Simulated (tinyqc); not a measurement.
Which input was changed? Model: inversion-layer mobility, back-scattering and ballistic limit of a field-effect transistor. Computed by tinyqc, a small Python program. Command: `OMP_NUM_THREADS=1 python tinyqc.py 3008301 3008302 out.jsonl mos which`. One thread of a shared host (Intel(R) Xeon(R) Processor @ 2.30GHz), about 0.08 s of CPU time with the checks.

The charge at the top of the source barrier is fixed by the gate; series resistance and short-channel effects are left out. F_j are Fermi integrals normalised to exp(eta) in the classical limit.

Inputs (values chosen for the exercise, modelled on a silicon p-channel):
```
quantity                                       value        unit
transport mass m                                0.29         m_0
valley degeneracy g_v                              1           -
weight w of the inversion charge               0.333           -
permittivity eps                                11.7           -
phonon mobility at 1 MV/cm and 300 K, mu_ph      110  cm^2/(V s)
roughness mobility at 1 MV/cm, mu_sr             160  cm^2/(V s)
Coulomb mobility at N_inv = 1e12/cm^2, mu_C      270  cm^2/(V s)
electrical oxide thickness t_inv                 1.4          nm
depletion charge N_dep                       3.8e+11      1/cm^2
gate overdrive V_G - V_T                        0.22           V
drain voltage V_D                               0.05           V
channel length L                                  16          nm
exponent a of the critical length               0.77           -
temperature T                                    200           K
```

Statistics at the top of the barrier: Fermi-Dirac.

Constants: eps_0 = 8.8541878128e-12 F/m; e = 1.602176634e-19 C; m_0 = 9.1093837015e-31 kg; k_B = 1.380649e-23 J/K; hbar = 1.054571817e-34 J s; k_B = 8.617333262e-05 eV/K.

Method:
- N_inv = 3.9 eps_0 (V_G - V_T)/(e t_inv); effective field E_eff = e (N_dep + w N_inv)/(eps eps_0).
- mu_phonon = mu_ph (E_eff/1 MV/cm)^(-0.3) (T/300 K)^(-1.75); mu_rough = mu_sr (E_eff/1 MV/cm)^(-2); mu_Coulomb = mu_C (N_inv/1e12 cm^-2) (T/300 K); Matthiessen's rule adds 1/mu.
- F_j(eta) = (1/Gamma(j + 1)) int_0^infinity x^j/(1 + exp(x - eta)) dx, F_0 = ln(1 + exp(eta)). Integrals over x = E/(k_B T) use 160 Gauss-Legendre points in u = sqrt(x) from 0 to sqrt(max(eta, 0) + 32).
- Ballistic channel: N_2D = g_v m k_B T/(pi hbar^2), U = e V_D/(k_B T); eta_F solves N_inv = (N_2D/2)[F_0(eta_F) + F_0(eta_F - U)]; v_T = sqrt(2 k_B T/(pi m)); I/W = e (N_2D/2) v_T [F_1/2(eta_F) - F_1/2(eta_F - U)]; injection velocity v_T F_1/2(eta_F)/F_0(eta_F).
- Mean free path lambda = (2 k_B T/e)(mu/v_T) F_0(eta_0)/F_-1/2(eta_0), with eta_0 from N_inv = N_2D F_0(eta_0); critical length l = L (1 + U)^(-a), an empirical rule; back-scattering r = l/(l + lambda). Then eta solves N_inv = (N_2D/2)[(1 + r) F_0(eta) + (1 - r) F_0(eta - U)] and I/W = e (N_2D/2) v_T (1 - r)[F_1/2(eta) - F_1/2(eta - U)].
- Ballistic ratio: I over the ballistic current. Apparent mobility 1/(1/mu + 1/mu_B), mu_B = mu L/lambda.

Question. One of these inputs alone was changed, within the range given: phonon mobility at 1 MV/cm and 300 K, mu_ph (55 to 220); depletion charge N_dep (1.9e+11 to 7.6e+11); gate overdrive V_G - V_T (0.11 to 0.44); channel length L (8 to 32). Which one, and to what value?

Results:
```
run     current I/W (microampere/micrometre)  effective mobility mu (cm^2/(V s))  mean free path lambda (nm)
before                              242.4033                            205.3670                    11.67087
after                               258.5245                            205.3670                    11.67087
```

Answer.

Each candidate set to reproduce current I/W, and what it then gives:
```
candidate                                                     range searched  value needed  effective mobility mu (cm^2/(V s))  mean free path lambda (nm)
phonon mobility at 1 MV/cm and 300 K, mu_ph (cm^2/(V s))           55 to 220         143.2                              238.11                      13.531
depletion charge N_dep (1/cm^2)                           1.9e+11 to 7.6e+11  out of reach                                   -                           -
gate overdrive V_G - V_T (V)                                    0.11 to 0.44        0.2324                              206.31                      11.894
channel length L (nm)                                                8 to 32         13.80                              205.37                      11.671
```

Only channel length L fits every result: it went from 16 to 13.8 nm. The next best candidate, gate overdrive V_G - V_T, misses one result by 1.9 %.
